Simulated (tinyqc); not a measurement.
# Energy and delay of logic against supply voltage: effects of single changes

One expression serves below and above threshold: I(Vg) = Ik [ln(1 + exp((Vg - VT + dd V)/(al nf Vt)))]^al, with I_on = I(V) and I_off = I(0). Gate delay td = kd C V/I_on, clock period LD td. Per gate and cycle the switching energy is act C V^2 and the leakage energy I_off V LD td. No short-circuit current, no variation. Minima are sought above 0.09 V; below a few Vt gates no longer switch and the model has no meaning.

Values chosen for this exercise; values of the order met in logic technologies: temperature T = 300 K; threshold voltage at zero drain bias VT = 0.3 V; slope factor nf = 1.24; barrier lowering per volt of supply dd = 0.11; specific current of a gate Ik = 1.8 uA; exponent of the current law al = 1.75; load capacitance of a gate C = 3.6 fF; delay factor kd = 0.8; logic depth LD = 30; activity factor act = 0.1.

Constants: q = 1.602176634e-19 C, kB = 1.380649e-23 J/K, Vt = kB T/q. Results are converted to the units shown.

Each table varies one quantity; the others keep the values above.

## Energy and delay against supply voltage

EDP = energy times td.

Result of one run:

| V (V) | I_on (uA) | I_off (nA) | td (ps) | switching (aJ) | leakage (aJ) | energy (aJ) | EDP (fJ ps) |
|---|---|---|---|---|---|---|---|
| 0.97 | 178.9 | 4.212 | 15.62 | 338.7 | 1.914 | 340.6 | 5.320 |

What becomes of these results when the supply voltage V is changed from 0.97 to 1.08 V, all else the same?

Result of the changed run:

| V (V) | I_on (uA) | I_off (nA) | td (ps) | switching (aJ) | leakage (aJ) | energy (aJ) | EDP (fJ ps) |
|---|---|---|---|---|---|---|---|
| 1.08 | 230.9 | 6.104 | 13.47 | 419.9 | 2.664 | 422.6 | 5.691 |

The whole series:

| V (V) | I_on (uA) | I_off (nA) | td (ps) | switching (aJ) | leakage (aJ) | energy (aJ) | EDP (fJ ps) |
|---|---|---|---|---|---|---|---|
| 0.15 | 0.02587 | 0.2583 | 1.670e4 | 8.100 | 19.41 | 27.51 | 459.4 |
| 0.27 | 0.9414 | 0.3893 | 826.0 | 26.24 | 2.604 | 28.85 | 23.83 |
| 0.38 | 7.610 | 0.5668 | 143.8 | 51.98 | 0.9293 | 52.91 | 7.610 |
| 0.5 | 25.57 | 0.8536 | 56.31 | 90.00 | 0.7210 | 90.72 | 5.108 |
| 0.62 | 53.16 | 1.285 | 33.59 | 138.4 | 0.8027 | 139.2 | 4.675 |
| 0.73 | 85.76 | 1.868 | 24.51 | 191.8 | 1.003 | 192.8 | 4.727 |
| 0.85 | 128.7 | 2.807 | 19.02 | 260.1 | 1.361 | 261.5 | 4.973 |
| 0.97 | 178.9 | 4.212 | 15.62 | 338.7 | 1.914 | 340.6 | 5.320 |
| 1.08 | 230.9 | 6.104 | 13.47 | 419.9 | 2.664 | 422.6 | 5.691 |
| 1.2 | 294.1 | 9.133 | 11.75 | 518.4 | 3.863 | 522.3 | 6.136 |

td falls from 16700 to 11.7 ps; the energy rises from 27.5 to 522 aJ and the EDP goes from 459 through a minimum of 4.68 (at V = 0.62 V among the rows listed) to 6.14 fJ ps. The exact minima lie at V = 0.200 V for the energy and 0.649 V for the EDP. Going from 1.2 V to the energy minimum saves a factor of 23.1 in energy and costs a factor of 378 in delay. Below the minimum the leakage energy rises faster than the switching energy falls, because the clock period grows so steeply.

## Optimum supplies against the threshold voltage at zero drain bias

Same model as above.

V_min minimises the energy and V_EDP the product of energy and td.

Optimum supplies against the threshold voltage at zero drain bias:

| VT (V) | V_min (V) | energy at V_min (aJ) | leakage share (%) | clock at V_min (MHz) | V_EDP (V) | clock at V_EDP (GHz) |
|---|---|---|---|---|---|---|
| 0.15 | 0.1932 | 42.19 | 68.16 | 200.2 | 0.4051 | 0.9668 |
| 0.2 | 0.1999 | 29.69 | 51.57 | 87.82 | 0.4585 | 0.9006 |
| 0.25 | 0.2003 | 24.63 | 41.36 | 28.44 | 0.5459 | 0.9687 |
| 0.3 | 0.2000 | 22.57 | 36.19 | 7.503 | 0.6494 | 1.091 |
| 0.35 | 0.1998 | 21.73 | 33.84 | 1.756 | 0.7568 | 1.222 |
| 0.4 | 0.1998 | 21.39 | 32.83 | 0.3869 | 0.8648 | 1.350 |
| 0.45 | 0.1997 | 21.24 | 32.40 | 0.08295 | 0.9729 | 1.475 |
| 0.5 | 0.1997 | 21.19 | 32.23 | 0.01758 | 1.081 | 1.596 |
| 0.55 | 0.1997 | 21.16 | 32.16 | 0.003708 | 1.189 | 1.715 |

What does the table show?

As VT goes from 0.15 to 0.55, V_min goes from 0.1932 through a maximum of 0.2003 (at VT = 0.25 among the rows listed) to 0.1997 V, the energy there falls from 42.2 to 21.2 aJ, the clock there falls from 200 to 0.00371 MHz and V_EDP rises from 0.405 to 1.19 V. V_min lies below VT for VT = 0.2, 0.25, 0.3, 0.35, 0.4, 0.45, 0.5, 0.55 V. As VT grows, I_on too becomes a subthreshold current, VT cancels more and more from the energy, and it mainly sets the clock.

tinyqc, about 0.01 s, one thread, Intel Xeon 2.30GHz (shared host): `OMP_NUM_THREADS=1 python tinyqc.py 2082198 2082199 out.jsonl`
